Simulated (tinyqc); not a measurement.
Admittance spectroscopy and thermally stimulated current of one trap level in a depletion layer: one step, computed by the program tinyqc. Command: `OMP_NUM_THREADS=1 python tinyqc.py 3112145 3112146 out.jsonl admit walk`. One thread of a shared host (Intel(R) Xeon(R) Processor @ 2.30GHz), about 0.01 s of CPU time with the checks.

A Schottky junction on n-type material holds one donor-like electron trap; shallow donors are fully ionised and abrupt depletion edges are assumed.

Problem. Temperature of the peak. N_c = 2 (2 pi m k_B T/h^2)^(3/2), v_th = sqrt(3 k_B T/m), emission rate e_n = sigma v_th N_c exp(-E_t/(k_B T)). Where the level crosses the Fermi level capture equals emission, so the trap follows the signal with the rate 2 e_n; G/omega peaks at omega = 2 e_n (the correction for large N_t/N is left out). Solve 2 e_n(T_p) = 2 pi f.

Inputs (values chosen for the exercise, modelled on n-type GaN):

| quantity | value | unit |
|---|---|---|
| density-of-states mass m | 0.208 | m_0 |
| shallow doping N | 2.9e+16 | 1/cm^3 |
| trap depth E_t below the band | 0.274 | eV |
| capture cross section sigma | 1.5e-17 | cm^2 |
| test frequency f | 10000 | Hz |

Constants: k_B = 1.380649e-23 J/K; m_0 = 9.1093837015e-31 kg; h = 6.62607015e-34 J s; k_B = 8.617333262e-05 eV/K.

Give: peak temperature T_p; N_c at T_p; e_n at T_p; E_c - E_F = k_B T_p ln(N_c/N).

Solution.

peak temperature T_p = 307.8 K

N_c at T_p = 2.474e+18 1/cm^3

e_n at T_p = 31416 1/s

E_c - E_F = k_B T_p ln(N_c/N) = 0.1179 eV
